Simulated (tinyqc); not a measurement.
Worked calculation: one-electron ion in a basis of Gaussians. One step of it, computed by the program tinyqc.

Question. Generalised eigenproblem. Solve H C = S C e through S^(-1/2); each column has its largest component positive (the first on a tie).

H = T + V (hartree):
```
            1           2           3           4            5            6
1  -13.772129  -15.474135  -15.386109  -12.942421    -9.909280    -7.278738
2  -15.474135  -13.254828  -14.544512  -21.884886   -22.249508   -18.424445
3  -15.386109  -14.544512   29.496170   35.212044    -9.098778   -30.464997
4  -12.942421  -21.884886   35.212044  279.394276   323.423891   117.961578
5   -9.909280  -22.249508   -9.098778  323.423891  1428.857859  1646.052460
6   -7.278738  -18.424445  -30.464997  117.961578  1646.052460  6290.644653
```

S:
```
          1         2         3         4         5         6
1  1.000000  0.719290  0.327864  0.125303  0.045491  0.016304
2  0.719290  1.000000  0.719343  0.327915  0.125278  0.045504
3  0.327864  0.719343  1.000000  0.719367  0.327822  0.125298
4  0.125303  0.327915  0.719367  1.000000  0.719204  0.327853
5  0.045491  0.125278  0.327822  0.719204  1.000000  0.719413
6  0.016304  0.045504  0.125298  0.327853  0.719413  1.000000
```

Give: eigenvalues of S; eigenvalues; coefficients.

Answer.

eigenvalues of S: 0.056  0.141  0.358  0.837  1.725  2.882

eigenvalues (hartree): -17.983  6.304  104.681  559.712  2512.086  10934.358

coefficients:
```
       1       2       3       4       5       6
1  0.568   1.328  -0.635  -0.261   0.114  -0.051
2  0.435  -1.295   1.715   0.845  -0.371   0.165
3  0.107  -0.006  -1.678  -1.736   0.868  -0.384
4  0.022  -0.046   0.135   1.781  -1.690   0.833
5  0.004   0.001  -0.046  -0.199   1.774  -1.580
6  0.001  -0.002   0.003   0.039  -0.172   1.595
```

For Z = 6 and l = 0 the exact lowest level is -Z^2/(2 n^2) with n = l + 1: -18.000000 hartree.
